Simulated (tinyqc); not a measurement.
Worked calculation: donor level screened by free carriers (Yukawa potential). Values are carried at full precision from step to step, so a last printed digit may differ when a step is redone from the rounded ones.

Screening wave number: Debye ks^2 = 4 pi q n/(eps kB T); Thomas-Fermi ks^2 = 6 pi q n/(eps EF) with EF = c (3 pi^2 n/gv)^(2/3)/m, c = hbar^2/2m0; the two are joined by 1/ks^2 = sqrt(1/ks_D^4 + 1/ks_TF^4). 1e18/cm^3 = 1e-6/angstrom^3, q = e^2/(4 pi eps0).

Constants: e^2/(4 pi eps0) = 14.39964547 eV angstrom; kB = 8.617333262e-05 eV/K; hbar^2/2m0 = 3.80998211 eV angstrom^2; Ry = 13.60569312 eV; a0 (Bohr radius) = 0.5291772105 angstrom.

Values chosen for the exercise (near those of a donor in GaN, with one mean mass; shifted at random, so the results belong to these values and not to a real crystal): m = 0.21 m0 (mass); eps = 9.5 (dielectric constant); gv = 1 (valleys); T = 77 K (temperature); n = 0.046 x 1e18/cm^3 (free-carrier density).

## Units and screening length

Give Ry* = Ry m/eps^2, a* = a0 eps/m, EF, the three values of ks, and x = ks a*.

Ry* = 31.659 meV
a* = 23.94 angstrom
EF = 2.23 meV

ks: Debye, Thomas-Fermi, joined (1/angstrom): 0.01149  0.02428  0.01135

x = 0.2717

EF/kB T = 0.34, so the Debye value, the smaller one, controls the screening. n is an outside input: with a bare binding above 3 kB T many donors can hold their electrons at this temperature, the more so the higher n/Nc.

## One-parameter trial function

Potential -(q/(eps r)) exp(-ks r), q = e^2/(4 pi eps0). In units Ry* = Ry m/eps^2 and a* = a0 eps/m the problem is [-Laplacian - 2 exp(-x r)/r] psi = E psi with x = ks a*.

For exp(-z r): E(z) = z^2 - 8 z^3/(2z + x)^2 in Ry*. Scan z = 0.5, 0.6, ..., 1.1, then minimise; first order gives -1 + 2x.

Scan (Ry*):
```
z    kinetic  potential        E
0.5   0.2500    -0.6183  -0.3683
0.6   0.3600    -0.7978  -0.4378
0.7   0.4900    -0.9819  -0.4919
0.8   0.6400    -1.1691  -0.5291
0.9   0.8100    -1.3588  -0.5488
1.0   1.0000    -1.5501  -0.5501
1.1   1.2100    -1.7429  -0.5329
```

best z = 0.958
E = -0.5518 Ry*
binding = 17.47 meV

First order in x would give -0.457 Ry*, a rigid shift by q ks/eps; it overstates the loss of binding by 0.095 Ry*.

## Converged levels

Converged values use 18 functions exp(-z r), z = 1.55^i, i = -11 to 6: S = 2/A^3, H = z_i z_j S - 2/(A + x)^2, A = z_i + z_j.

The 1s and 2s levels and the mean radius.

1s = -0.5523 Ry*
binding = 17.48 meV
<r> = 38.0 angstrom
second root = -0.0027 Ry*

The trial function misses by 0.0005 Ry*. Screening leaves 55 % of the bare binding, 2.64 kB T. 2s is still bound.

## Checks

- 1s at x = 0.5 against the known -0.29623 Ry*: both -0.29623.
- 1s at x = 0 against -1: both -1.00000.

Program tinyqc; command `OMP_NUM_THREADS=1 python tinyqc.py 1280308 1280309 out.jsonl`; about 0.01 s on one thread of a shared Intel(R) Xeon(R) Processor @ 2.30GHz.
